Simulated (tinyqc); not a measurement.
Worked calculation: coupled-perturbed Hartree-Fock on RHF in the 6-311g basis, for H-, spin multiplicity 1. The basis has no diffuse functions, so it cannot describe the extra electron: this is an exercise in the method, not the real anion. The polarisability along this axis is zero because the basis has no function that the field can mix in; the real value is not. Computed by tinyqc, a small Python program that keeps every step (integrals from PySCF). Settings: charge = -1, multiplicity = 1, basis = 6-311g, method = RHF, energy threshold = 1e-10, iteration cap = 59, orthogonalisation = symmetric, start = Wolfsberg-Helmholz matrix, DIIS depth = 6. Command: `OMP_NUM_THREADS=1 python tinyqc.py 21877 21878 out.jsonl` (the two numbers bound the seeds that draw the settings). One thread of a shared host (Intel(R) Xeon(R) Processor @ 2.60GHz), about 0.1 s of CPU time with the checks. The early iterations of the SCF are left out here.

## One-electron integrals

Geometry (angstrom):
```
atom         x         y         z
H     0.000000  0.000000  0.000000
```

Basis 6-311g: exponents (1/bohr^2) and contraction coefficients of normalised primitives:
```
element  l (shell)   exponent  coefficient
H            s (1)  33.865000     0.025494
H            s (1)   5.094790     0.190373
H            s (1)   1.158790     0.852161
H            s (2)   0.325840     1.000000
H            s (3)   0.102741     1.000000
```

Overlap, kinetic and nuclear-attraction integrals over the contracted functions; the nuclear repulsion is the sum of Za Zb / Rab.

nuclear repulsion = 0 hartree

overlap S:
```
          1H 1s     1H 2s     1H 3s
1H 1s  1.000000  0.706377  0.373664
1H 2s  0.706377  1.000000  0.788963
1H 3s  0.373664  0.788963  1.000000
```

kinetic energy T (hartree):
```
          1H 1s     1H 2s     1H 3s
1H 1s  2.304348  0.549119  0.106346
1H 2s  0.549119  0.488760  0.184881
1H 3s  0.106346  0.184881  0.154112
```

nuclear attraction V (hartree):
```
           1H 1s      1H 2s      1H 3s
1H 1s  -2.111097  -1.060726  -0.514994
1H 2s  -1.060726  -0.910903  -0.582812
1H 3s  -0.514994  -0.582812  -0.511496
```

core Hamiltonian H = T + V (hartree):
```
           1H 1s      1H 2s      1H 3s
1H 1s   0.193252  -0.511607  -0.408648
1H 2s  -0.511607  -0.422143  -0.397930
1H 3s  -0.408648  -0.397930  -0.357384
```

## Two-electron integrals

Functions are numbered as in S; the eight-fold symmetry (ij|kl) = (ji|kl) = (kl|ij) leaves the list below.

Two-electron integrals (ij|kl) in chemists' order, unique and non-zero (hartree):
```
(11|11) 1.393035   (21|11) 0.822971   (21|21) 0.509703   (22|11) 0.822904
(22|21) 0.543028   (22|22) 0.644106   (31|11) 0.411256   (31|21) 0.257757
(31|22) 0.279868   (31|31) 0.130794   (32|11) 0.543681   (32|21) 0.365771
(32|22) 0.452669   (32|31) 0.189803   (32|32) 0.325140   (33|11) 0.494021
(33|21) 0.340115   (33|22) 0.445993   (33|31) 0.178035   (33|32) 0.331779
(33|33) 0.361682
```

## Orthogonalisation

S = U s U^T; symmetric (Loewdin) form X = U s^(-1/2) U^T, so that X^T S X = 1.

eigenvalues of S: 0.109211  0.629350  2.261439

X:
```
           1H 1s      1H 2s      1H 3s
1H 1s   1.366024  -0.728467   0.179565
1H 2s  -0.728467   2.045624  -0.905584
1H 3s   0.179565  -0.905584   1.539843
```

## Iteration 9 (converged): orbitals

converged F (hartree):
```
           1H 1s      1H 2s      1H 3s
1H 1s   1.153994  -0.021484  -0.261960
1H 2s  -0.021484   0.169888  -0.038268
1H 3s  -0.261960  -0.038268   0.063977
```

Diagonalise F' = X^T F X, C = X C', fill 1 alpha and 1 beta electrons from the bottom; D = 2 C_occ C_occ^T. Each column has its largest component positive (the first on a tie).

F' = X^T F X (hartree):
```
           1          2          3
1   2.169849  -1.164320  -0.068108
2  -1.164320   1.235946  -0.392424
3  -0.068108  -0.392424   0.297077
```

orbital energies (hartree): MO1 -0.003713, MO2 0.739018, MO3 2.967567

coefficients C:
```
            MO1        MO2        MO3
1H 1s  0.174977   0.085029  -1.546312
1H 2s  0.174688   1.488048   1.813980
1H 3s  0.764770  -1.437421  -0.756565
```

D after iteration 9:
```
          1H 1s     1H 2s     1H 3s
1H 1s  0.061234  0.061133  0.267635
1H 2s  0.061133  0.061032  0.267193
1H 3s  0.267635  0.267193  1.169746
```

## Convergence

Stop when the energy changes by less than 1e-10 hartree and every element of the error matrix X^T (F D S - S D F) X is below 3e-06.

Course of the cycle:
```
iteration  E (hartree)     change  largest element of the error matrix
1           0.14934256          -                             1.02e+00
2          -0.45395860  -6.03e-01                             1.77e-01
3          -0.46664818  -1.27e-02                             7.61e-03
4          -0.46667184  -2.37e-05                             2.34e-04
5          -0.46667188  -4.82e-08                             3.61e-05
6          -0.46667188  -8.33e-10                             2.05e-05
7          -0.46667188  -1.95e-10                             1.46e-05
8          -0.46667188  -2.02e-10                             2.80e-10
9          -0.46667188  -1.11e-16                             1.77e-10
```

PySCF RHF in the same basis = -0.46667188 hartree

Converged in 9 iterations.

## Integrals over molecular orbitals

(pq|rs) = sum C_ip C_jq C_kr C_ls (ij|kl), one index at a time.

one-electron integrals over orbitals h = C^T H C (hartree):
```
           1          2         3
1  -0.462958  -0.131518  0.034441
2  -0.131518   0.000966  0.148299
3   0.034441   0.148299  1.874628
```

Two-electron integrals over orbitals (pq|rs), unique and non-zero (hartree):
```
(11|11) 0.459245    (21|11) 0.131518    (21|21) 0.102796    (22|11) 0.420424
(22|21) 0.120042    (22|22) 0.396446    (31|11) -0.034441   (31|21) -0.050137
(31|22) -0.050440   (31|31) 0.077965    (32|11) -0.099218   (32|21) -0.084884
(32|22) -0.101309   (32|31) 0.082157    (32|32) 0.106288    (33|11) 0.585452
(33|21) 0.253060    (33|22) 0.554751    (33|31) -0.175866   (33|32) -0.271735
(33|33) 1.026164
```

## Response to a field: uncoupled start

dipole integrals <a|z|i> (bohr):
```
          i1
a2  0.000000
a3  0.000000
```

Field along z; U_ai = -mu_ai / (e_a - e_i), alpha = -4 sum U_ai mu_ai.

uncoupled U:
```
          i1
a2  0.000000
a3  0.000000
```

uncoupled polarisability = 0.000000 bohr^3

## Coupled step 1

U_ai = -(mu_ai + sum_bj [4 (ai|bj) - (ab|ij) - (aj|bi)] U_bj) / (e_a - e_i); alpha = -4 sum U_ai mu_ai.

U after step 1:
```
          i1
a2  0.000000
a3  0.000000
```

polarisability = 0.000000 bohr^3

## Coupled polarisability

Repeat until U stops changing; compare with -d2E/dF2.

Course of the coupled iterations:
```
step  alpha (bohr^3)
0           0.000000
1           0.000000
```

coupled polarisability = 0.000000 bohr^3

finite-field check, fields of +/-0.001 au = -1.11e-10 bohr^3
